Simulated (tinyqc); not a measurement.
Velocity against current: domain walls in a thin film with perpendicular anisotropy: Bloch, Neel and chiral walls, motion and stripe domains. Computed by tinyqc, a small Python program. Command: `OMP_NUM_THREADS=1 python tinyqc.py 3000859 3000860 out.jsonl mwall walk`. One thread of a shared host (Intel(R) Xeon(R) Processor @ 2.30GHz), about 0.01 s of CPU time with the checks.

One-dimensional wall: polar angle theta(x), azimuth phi of the moment in the wall (phi = 0 Neel, 90 degrees Bloch). mu_0 = 1.25663706212e-6 T m/A, gamma = 1.76085963023e11 rad/(s T).

Inputs (values chosen for the exercise, for a model film):
```
quantity,value,unit
saturation magnetisation M_s,1300,kA/m
exchange stiffness A,22,pJ/m
uniaxial anisotropy K_u,1270,kJ/m^3
DMI constant D,0.044,mJ/m^2
thickness t,0.76,nm
damping alpha,0.015,-
current density J,0.1,1e12 A/m^2
spin Hall angle theta_SH,0.24,-
```

Drive: spin-orbit torque.

Constants: hbar = 1.054571817e-34 J s; e = 1.602176634e-19 C.

Method:
- K_eff = K_u - mu_0 M_s^2/2; Delta = sqrt(A/K_eff); sigma_0 = 4 sqrt(A K_eff); profile theta = 2 arctan exp(x/Delta); quality factor Q = 2 K_u/(mu_0 M_s^2).
- sigma(phi) = sigma_0 + 2 Delta K_D cos^2(phi) - pi D cos(phi), with the wall shape anisotropy K_D = N_x mu_0 M_s^2/2, N_x = t ln 2/(pi Delta). The minimum has cos(phi) = D/D_N for D < D_N = 4 Delta K_D/pi and phi = 0 beyond; sigma turns negative at D_c = (sigma_0 + 2 Delta K_D)/pi.
- Spin-orbit drive: B_SL = hbar theta_SH J/(2 e M_s t) acts as the field (pi/2) B_SL cos(phi). Steady state: v = (gamma Delta/alpha)(pi/2) B_SL cos(phi) = gamma Delta [B_D sin(phi) - (B_K/2) sin(2 phi)], B_K = 2 K_D/M_s, B_D = pi D/(2 M_s Delta); the root with phi between its rest value and 90 degrees; v saturates at v_D = gamma Delta B_D.

K_D = 17.3190 kJ/m^3

width parameter Delta = 10.2809 nm

azimuth phi = 78.8089 degrees

saturation velocity v_D = 9.36168 m/s

Steady motion:
```
J (1e12 A/m^2),B_SL (mT),phi (degrees),v (m/s),v at fixed rest phi (m/s)
0.02,1.60,88.474,8.0740,59
0.05,4.00,89.335,8.8009,147
0.10,7.99,89.657,9.0728,294
0.20,15.99,89.826,9.2150,588
0.50,39.97,89.930,9.3025,1471
1.00,79.94,89.965,9.3320,2941
2.00,159.89,89.982,9.3468,5883
5.00,399.72,89.993,9.3557,14707
```

The linear law holds to 5 % in 0 of the eight rows; in the last row v is 99.9 % of v_D = pi gamma D/(2 M_s), which depends on neither alpha nor theta_SH. Caution: pinning, heating and tilting of the wall are left out.

Extremes, crossings and ranges named in words are read from the listed rows.
